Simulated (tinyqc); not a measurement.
Frequency dispersion of an accumulation capacitance by border traps, distributed model: one step of the calculation.

Traps spread evenly through the insulator exchange electrons with the semiconductor by tunnelling, with tau(x) = t0 exp(2 ka x) at depth x from the interface. The admittance per area Y seen at depth x obeys dY/dx = -Y^2/(i w eps0 eox) + q Nb ln(1 + i w tau)/tau, with Y(0) = i w Cs and w = 2 pi f; the gate sees Y(tox) = G + i w C. Working variable y = Y/(i w), in uF/cm^2. Cox = eps0 eox/tox.

Question. Capacitance and conductance at the gate. Beyond xe the traps are ignored, so 1/y(tox) = 1/y(xe) + (tox - xe)/(eps0 eox); C = Re y, G/w = -Im y, loss tangent G/(w C).

Parameters, values chosen for the exercise; permittivity close to that of aluminium oxide: relative permittivity of the insulator eox = 8.67; insulator thickness tox = 4.3 nm; depth down to which the steps are taken xe = 1.9 nm.

Constants: eps0 = 8.8541878128e-14 F/cm where lengths are in cm. Results are converted to the units shown.

y at xe = 2.7623589-0.0189101i uF/cm^2

Find: y at the gate; C; G/w; loss tangent.

Answer.

y at the gate = 1.482-0.005i uF/cm^2
C = 1.482 uF/cm^2
G/w = 0.005445 uF/cm^2
loss tangent = 0.003673

tinyqc, about 0.4 s, one thread, Intel Xeon 2.30GHz (shared host): `OMP_NUM_THREADS=1 python tinyqc.py 2202213 2202214 out.jsonl`
